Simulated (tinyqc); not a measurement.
Inside a calculation. Method: Jacobi rotations on a symmetric matrix. One step of it, computed by the program tinyqc.

Problem. Jacobi rotation 3. Take the largest off-diagonal element A_pq; tan 2 theta = 2 A_pq / (A_qq - A_pp) with |theta| <= pi/4; A' = J^T A J with J_pp = J_qq = cos, J_pq = sin, J_qp = -sin.

A', lower triangle:
```
           1          2          3         4         5
1   0.884000
2  -0.020000   2.248000
3  -0.051421  -0.082472   3.216262
4  -0.054372   0.046020   0.143330  4.157717
5  -0.045261  -0.117109  -0.021657  0.000000  5.156021
```

Give: p, q, theta; A'.

Solution.

p, q, theta (rad): 3.000  4.000  0.148

A', lower triangle:
```
        1       2       3       4      5
1   0.884
2  -0.020   2.248
3  -0.043  -0.088   3.195
4  -0.061   0.033   0.000   4.179
5  -0.045  -0.117  -0.021  -0.003  5.156
```
